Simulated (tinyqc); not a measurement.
Hopping conduction between localised states. Changing the density of states g_0. Computed by tinyqc, a small Python program. Command: `OMP_NUM_THREADS=1 python tinyqc.py 3025754 3025755 out.jsonl hop sweep`. One thread of a shared host (Intel(R) Xeon(R) Processor @ 2.30GHz), about 0.01 s of CPU time with the checks.

Energies are counted from the Fermi level. A small network shows the mechanism; the laws of an infinite system follow.

Inputs (values chosen for the exercise, for a model amorphous semiconductor):
```
quantity                                  value  unit
localisation length xi                     0.51    nm
permittivity eps                            4.5     -
activation energy E_a to extended states   0.17    eV
prefactor of activated conduction            40  S/cm
prefactor of hopping                       0.23  S/cm
temperature T                               120     K
```

Dimension: 3D.

Constants: k_B = 8.617333262e-05 eV/K; e^2/(4 pi eps_0) = 14.39964548 eV angstrom.

Method. Mott: T_M = 21.2/(k_B g_0 xi^3), exponent (T_M/T)^(1/4), mean hop r = (3/8) xi times the exponent. Efros-Shklovskii: T_ES = 2.8 e^2/(4 pi eps eps_0 k_B xi), exponent (T_ES/T)^(1/2). Coulomb gap width g_0^(1/2) (e^2/(4 pi eps eps_0))^(3/2). The numerical coefficients come from percolation theory and are given. sigma = s_1 exp(-E_a/k_B T) + s_2 exp(-larger of the two exponents); reduced activation energy w = d ln(sigma)/d ln(T) by a central difference of +/- 1 %.

One run for each value:
```
density of states g_0 (1/(eV cm^3))  hopping part (S/cm)  Mott exponent  Efros-Shklovskii exponent  Coulomb gap (meV)
2.60e+17                                      1.6906e-39         87.806                     13.034              2.919
7.00e+17                                      3.9067e-31         68.548                     13.034              4.789
1.80e+18                                      7.1242e-25         54.131                     13.034              7.680
4.90e+18                                      1.1469e-19         42.142                     13.034             12.671
1.30e+19                                      1.0499e-15         33.020                     13.034             20.639
3.40e+19                                      1.2162e-12         25.966                     13.034             33.377
2.40e+20                                      2.7761e-08         15.930                     13.034             88.678
```

Give the missing row, density of states g_0 (1/(eV cm^3)) = 9.00e+19.

Computed row:
```
density of states g_0 (1/(eV cm^3))  hopping part (S/cm)  Mott exponent  Efros-Shklovskii exponent  Coulomb gap (meV)
9.00e+19                                      3.3184e-10         20.357                     13.034             54.304
```

Interpolating between the two neighbouring rows (the first column on a logarithmic scale, the others too where they are positive) misses most in hopping part (S/cm), by 46 %. Over the rows, hopping part (S/cm) rises from 1.69e-39 to 2.78e-8 (exponent d ln y / d ln x 19 between the first rows and 4.5 between the last); Mott exponent falls from 87.8 to 15.9 (exponent d ln y / d ln x about -0.25 throughout); Efros-Shklovskii exponent does not change. The limiting law is Mott from 2.60e17 to 2.40e20. T_ES does not depend on g_0, since the states inside the Coulomb gap are fixed by the interaction alone.
